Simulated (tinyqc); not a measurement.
From results back to parameters: hole subbands of a hard-walled well, four-band Luttinger model. Two cases, with inputs chosen for the exercise.

Problem. At k = 0 in a hard-walled well HHn = c (g1 - 2 g2)(n pi/L)^2 - Z0 and LHn = c (g1 + 2 g2)(n pi/L)^2 + Z0, c = hbar^2/2m0. Two spacings were computed from hidden g1 and g2.

Constants: hbar^2/2m0 = 3.80998211 eV angstrom^2.
Find: u = c (pi/L)^2; g2; g1.
Method. HH2 - HH1 = 3u (g1 - 2 g2) and LH1 - HH1 = 4 u g2 + 2 Z0.

Case 1.

Values chosen (out of a larger set: near those of Ge; not measured data): L = 110 angstrom (well width along [001]); Z0 = 0 eV (shear strain energy).

HH2 - HH1 = 45.776 meV
LH1 - HH1 = 52.831 meV

Solution.

u = c (pi/L)^2 = 3.108 meV
g2 = 4.25
g1 = 13.41

Case 2.

Values chosen (out of a larger set: near those of InP; not measured data): L = 175 angstrom (well width along [001]); Z0 = 0 eV (shear strain energy).

HH2 - HH1 = 6.888 meV
LH1 - HH1 = 7.858 meV

Solution.

u = c (pi/L)^2 = 1.228 meV
g2 = 1.60
g1 = 5.07

Computed by tinyqc, one run a case: `OMP_NUM_THREADS=1 python tinyqc.py N N+1 out.jsonl` with N = 1251507, 1251518; one thread of a shared Intel(R) Xeon(R) Processor @ 2.30GHz, about 0.1 s a run at most.
